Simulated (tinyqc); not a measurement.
Carrier lifetime of an n-type layer with SRH, radiative, Auger and surface recombination: one step of the calculation.

Uniform excess density dn = dp (no trapping), n = n0 + dn, p = p0 + dn, Boltzmann statistics, full ionisation. Surfaces enter as a rate 2 S dn/d, which holds while diffusion to them is fast.

Problem. New dn. With e = n p - ni^2 = dn (n0 + p0 + dn): U_SRH = e/(tp0 (n + n1) + tn0 (p + p1)), U_rad = B e, U_Aug = (Cn n + Cp p) e, U_s = 2 S dn/d. Substitution: tau = dn/U with U the sum, dn(new) = G tau.

Inputs (values chosen for the exercise); band and dielectric values close to those of silicon: radiative coefficient B = 4.78e-15 cm^3/s; Auger coefficient (two electrons) Cn = 1.9e-31 cm^6/s; Auger coefficient (two holes) Cp = 8.4e-32 cm^6/s; surface recombination velocity (both faces) S = 0 cm/s; sample thickness d = 8 um; generation rate G = 2.3e19 cm^-3 s^-1.

dn at the start = 4e17 cm^-3
n0 = 6.6003622e14 cm^-3
p0 = 3.6222453e10 cm^-3
n1 = 2.8036622e12 cm^-3
p1 = 8.5274649e12 cm^-3
tn0 = 3.0864198e-4 s
tp0 = 6.1728395e-4 s

Wanted: U_SRH; U_rad; U_Aug; U_s; tau; dn after iteration 1.

Solution.

U_SRH = 4.3223e20 cm^-3 s^-1
U_rad = 7.6606e20 cm^-3 s^-1
U_Aug = 1.7585e22 cm^-3 s^-1
U_s = 0 cm^-3 s^-1
tau = 2.1295e-5 s
dn after iteration 1 = 4.8980e14 cm^-3

Computed by the program tinyqc: `OMP_NUM_THREADS=1 python tinyqc.py 2300008 2300009 out.jsonl`, one thread of a shared Intel Xeon 2.30GHz, about 0.01 s for the whole run.
